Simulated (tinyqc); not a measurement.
Worked calculation: six-band Luttinger-Kohn model with strain. Values are carried at full precision from step to step, so a last printed digit may differ when a step is redone from the rounded ones.

Constants: hbar^2/2m0 = 3.80998211 eV angstrom^2.

Values chosen for the exercise (near those of GaSb; shifted at random, so the results belong to these values and not to a real crystal): C11 = 88.7 GPa; C12 = 40.3 GPa; C44 = 42.8 GPa; load = uniaxial [111] (kind of stress); X = -1.61 GPa (stress); Dso = 0.764 eV (spin-orbit splitting); g1 = 13.42 (Luttinger gamma1); g2 = 4.71 (gamma2); g3 = 6.01 (gamma3); av = 0.8 eV (valence hydrostatic potential); b = -1.99 eV (tetragonal shear potential); d = -4.67 eV (trigonal shear potential); k = (0.013, 0.001, 0) 1/angstrom (wave vector); kmax = 0.05 1/angstrom (end of the path).

## Strain from a uniaxial [111] stress

s11 = (C11 + C12)/((C11 - C12)(C11 + 2 C12)), s12 = -C12/((C11 - C12)(C11 + 2 C12)), s44 = 1/C44; exx = s11 sxx + s12 (syy + szz) and cyclic, exy = s44 sxy/2; tension is positive. A uniaxial stress X along the unit vector n is s_ij = X n_i n_j.

s11, s12, s44 (1/TPa): 15.7430  -4.9182  23.3645

strain tensor:
```
           x          y          z
x  -0.003170  -0.006269  -0.006269
y  -0.006269  -0.003170  -0.006269
z  -0.006269  -0.006269  -0.003170
```

The volume changes by -0.951 %; there is shear in the cubic axes, so d enters.

## The terms P, Q, R, S at one k

P = c g1 k^2 - av tr(e); Q = c g2 (kx^2 + ky^2 - 2 kz^2) - (b/2)(exx + eyy - 2 ezz); R = c sqrt3 [-g2 (kx^2 - ky^2) + 2i g3 kx ky] + (sqrt3/2) b (exx - eyy) - i d exy; S = 2 c sqrt3 g3 (kx - i ky) kz - d (exz - i eyz); c = hbar^2/2m0, e the strain tensor (not engineering shear).

Form the four terms.

Terms (eV):
```
term             from k        from strain
P               0.00869            0.00761
Q               0.00305            0.00000
R     -0.00522+0.00103i          -0.02928i
S               0.00000  -0.02928+0.02928i
```

## The Hamiltonian

Six-band Luttinger-Kohn model in the basis |3/2,3/2>, |3/2,1/2>, |3/2,-1/2>, |3/2,-3/2>, |1/2,1/2>, |1/2,-1/2>, electron energies, zero at the top of the unstrained valence band. H = -[rows: (P+Q, -S, R, 0, -S/r2, r2 R); (-S*, P-Q, 0, R, -r2 Q, r32 S); (R*, 0, P-Q, S, r32 S*, r2 Q); (0, R*, S*, P+Q, -r2 R*, -S*/r2); (-S*/r2, -r2 Q, r32 S, -r2 R, P+Dso, 0); (r2 R*, r32 S*, r2 Q, -S/r2, 0, P+Dso)], r2 = sqrt(2), r32 = sqrt(3/2). Levels are twofold.

Each term is the sum of its two parts.

H(k) (eV), lower triangle (Hermitian):
```
                  3/2,3/2         3/2,1/2        3/2,-1/2         3/2,-3/2  1/2,1/2  1/2,-1/2
3/2,3/2           -0.0194
3/2,1/2   -0.0293-0.0293i         -0.0132
3/2,-1/2   0.0052-0.0282i               0         -0.0132
3/2,-3/2                0  0.0052-0.0282i  0.0293+0.0293i          -0.0194
1/2,1/2   -0.0207-0.0207i          0.0043  0.0359-0.0359i  -0.0074-0.0399i  -0.7803
1/2,-1/2   0.0074-0.0399i  0.0359+0.0359i         -0.0043  -0.0207+0.0207i        0   -0.7803
```

## Levels and their make-up

Diagonalise H. The weights add +m and -m and are averaged over each pair; m is taken along z.

levels from the top, each twofold (eV): 0.0403  -0.0667  -0.7865

weights:
```
               top  second  third
|3/2,+-3/2>  0.468   0.529  0.004
|3/2,+-1/2>  0.525   0.471  0.004
|1/2,+-1/2>  0.007   0.000  0.992
```

The top pair is 53 % |3/2,+-1/2>, the second pair is 53 % |3/2,+-3/2> and the third pair is 99 % |1/2,+-1/2>.

## Band edges at k = 0
Diagonalise H at k = 0. The weights add +m and -m (m along z) and are averaged over each pair.

edges from the top (eV): 0.0494  -0.0583  -0.7779

weights at k = 0:
```
               top  second  third
|3/2,+-3/2>  0.496   0.500  0.004
|3/2,+-1/2>  0.496   0.500  0.004
|1/2,+-1/2>  0.008   0.000  0.992
```

The stress splits the top two pairs by 107.7 meV, 4.17 times kT at 300 K (25.85 meV); the third lies 827.2 meV below the top, against Dso = 764 meV without stress.

## Polarisation of the edge transitions

In the basis X, Y, Z times spin, H(k = 0) has -Dso/3 + l exx + m (eyy + ezz) on the diagonal (cyclic) and n exy off it, l = av + 2 b, m = av - b, n = sqrt(3) d. Spin-orbit term (Dso/3) L.sigma on X, Y, Z with (L_k)_ij = -i epsilon_kij: <X+|H|Y+> = -i Dso/3, <X+|H|Z-> = Dso/3, <Y+|H|Z-> = -i Dso/3, <Z+|H|X-> = -Dso/3, <Z+|H|Y-> = i Dso/3, <X-|H|Y-> = i Dso/3, and their conjugates; + and - are the spin along z. The strength of a transition to an s-like conduction level for light polarised along the unit vector u is the weight of the orbital ux X + uy Y + uz Z in the valence state, summed over spin and averaged over the pair.

strain block of X, Y, Z (eV), lower triangle:
```
          X         Y         Z
X  -0.00761
Y   0.05071  -0.00761
Z   0.05071   0.05071  -0.00761
```

Relative strengths:
```
polarisation    top  second  third
[100]         0.333   0.333  0.333
[010]         0.333   0.333  0.333
[001]         0.333   0.333  0.333
[110]         0.540   0.167  0.294
[1-10]        0.127   0.500  0.373
[111]         0.746   0.000  0.254
```

The top pair is strongest for light along [111] (0.746) and weakest along [1-10] (0.127); without strain every direction has 1/3 on average over the fourfold top. For each polarisation the three pairs add up to 1.

## Hole masses at the edges

Curvature at k = 0: m/m0 = -2 c h^2/(E(h u) + E(-h u) - 2 E(0)) with h = 0.0002 1/angstrom along the unit vector u.

Hole masses (m0):
```
direction    top  second  third
[110]      0.048   0.135  0.083
[1-10]     0.167   0.051  0.067
[100]      0.075   0.075  0.075
[001]      0.075   0.075  0.075
```

Of the directions listed, the top pair is lightest along [110] (0.048) and heaviest along [1-10] (0.167). These masses hold only for hole energies well below the splitting of 108 meV.

## Bands along [110] and [001]

Six points from 0 to kmax in each direction.

Levels (eV):
```
direction  |k| (1/angstrom)      top   second    third  top, no stress  second, no stress
[110]                 0.000   0.0494  -0.0583  -0.7779          0.0000             0.0000
[110]                 0.010   0.0416  -0.0613  -0.7825         -0.0008            -0.0094
[110]                 0.020   0.0205  -0.0718  -0.7969         -0.0030            -0.0371
[110]                 0.030  -0.0058  -0.0963  -0.8228         -0.0068            -0.0811
[110]                 0.040  -0.0270  -0.1416  -0.8636         -0.0119            -0.1381
[110]                 0.050  -0.0421  -0.2041  -0.9241         -0.0183            -0.2031
[001]                 0.000   0.0494  -0.0583  -0.7779          0.0000             0.0000
[001]                 0.010   0.0444  -0.0635  -0.7830         -0.0015            -0.0087
[001]                 0.020   0.0310  -0.0803  -0.7989         -0.0061            -0.0343
[001]                 0.030   0.0129  -0.1111  -0.8267         -0.0137            -0.0755
[001]                 0.040  -0.0065  -0.1570  -0.8688         -0.0244            -0.1300
[001]                 0.050  -0.0262  -0.2155  -0.9286         -0.0381            -0.1945
```

## Checks

- Levels against the same model in the basis X, Y, Z times spin: they agree to 1e-10 or better.

Run: tinyqc, `OMP_NUM_THREADS=1 python tinyqc.py 1080519 1080520 out.jsonl`; Intel(R) Xeon(R) Processor @ 2.30GHz, one thread, shared host; about 0.04 s of CPU time with all checks.
